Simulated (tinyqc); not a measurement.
# Strained alloy layer of GaSb and GaAs on (001) InP, model-solid band line-up: transition against well width

The layer is x parts of the first compound and 1 - x of the second, grown coherently on the third as substrate and barrier. Rows of the table: lattice constant a, average valence level Ea on an absolute scale, spin-orbit splitting so, gaps at Gamma, X and L, hydrostatic deformation potentials av and ac (Gamma), shear potential b, elastic constants, electron and heavy-hole (along z) masses. All are interpolated linearly in x; gaps get -C x (1 - x), taken wholly in the conduction band; real line-ups can differ from this model by 0.1 eV or more.

In-plane strain e = (a_substrate - a)/a, e_z = -2 (c12/c11) e, volume change 2 e + e_z. With v = 2 e + e_z and d = 2 b (e_z - e): Eav = Ea + av v; E_hh = Eav + so/3 - d/2; E_lh = Eav - so/6 + d/4 + sqrt(so^2 + so d + 9 d^2/4)/2; E_c = Ea + so/3 + EG + ac v (Gamma). Substrate: E_v = Ea + so/3, E_c = E_v + EG. Well depths: dEc = E_c(substrate) - E_c, dEhh = E_hh - E_v(substrate), dElh likewise; strained Gamma gap E_c - max(E_hh, E_lh); positive values confine carriers in the layer. Lowest level of a finite well of width Lw and depth V: kw Lw/2 = arctan(sqrt((mw/mb)(V - E)/E)), kw = sqrt(mw E/C), C = hbar^2/(2 m0), for electrons (dEc) and heavy holes (dEhh), mb from the substrate; transition E_c - E_hh + both levels, without exciton binding; wavelength h c/E.

Parameters, values chosen for the exercise: fraction of the first compound in the layer x = 0.53; bowing of the Gamma gap CG = 1.43 eV; bowing of the X gap CX = 1.2 eV; bowing of the L gap CL = 1.2 eV.

Constants: q = 1.602176634e-19 C, hbar = 1.054571817e-34 J s, h = 6.62607015e-34 J s, m0 = 9.1093837015e-31 kg, c = 299792458 m/s, hbar^2/(2 m0) = 0.0380998212 eV nm^2. Results are converted to the units shown.

Binary compounds, values chosen for the exercise:
```
              close to GaSb  close to GaAs  close to InP
a (angstrom)          6.096          5.653         5.869
Ea (eV)               -6.25          -6.92         -7.04
so (eV)               0.756          0.335          0.11
EG (eV)               0.721           1.41          1.36
EX (eV)                1.04           1.89          2.18
EL (eV)               0.821           1.71          1.92
av (eV)               0.799           1.17          1.28
ac (eV)               -6.81          -7.25         -5.05
b (eV)                -1.99          -1.69         -1.69
c11 (GPa)              88.6            117           100
c12 (GPa)              39.7           54.2          55.5
me (m0)               0.039         0.0673        0.0805
mh (m0)               0.246          0.355          0.53
```

Result of one run:
```
electron level (meV)  heavy-hole level (meV)  transition energy (eV)  wavelength (nm)
4.6994                                1.8427                 0.71160           1742.3
```

Which layer thickness Lw gave this result: 2.1, 3, 4.3 or 25 nm?

Lw = 25 nm.

The whole series:
```
Lw (nm)  electron level (meV)  heavy-hole level (meV)  transition energy (eV)  wavelength (nm)
1.5                    21.974                  175.92                 0.90296           1373.1
2.1                    21.458                  117.15                 0.84367           1469.6
3                      20.474                  72.017                 0.79755           1554.6
4.3                    18.806                  41.891                 0.76576           1619.1
6.1                    16.418                  23.751                 0.74523           1663.7
8.7                    13.365                  12.908                 0.73133           1695.3
12                     10.398                  7.2595                 0.72272           1715.5
18                     6.9514                  3.4312                 0.71544           1733.0
25                     4.6994                  1.8427                 0.71160           1742.3
```

The wavelength rises from 1373 to 1742 nm, towards 1758 nm for E_c - E_hh alone. The electron level goes as Lw^(-0.07) in the thinnest wells, where it reaches 97.4 % of the depth dEc = 22.6 meV, and as Lw^(-1.19) in the widest. One monolayer (a/2) more shifts the transition by about -9.5 meV at Lw = 3 nm.

Program tinyqc, `OMP_NUM_THREADS=1 python tinyqc.py 2690042 2690043 out.jsonl`; Intel Xeon 2.30GHz, shared host, one thread, about 0.01 s.
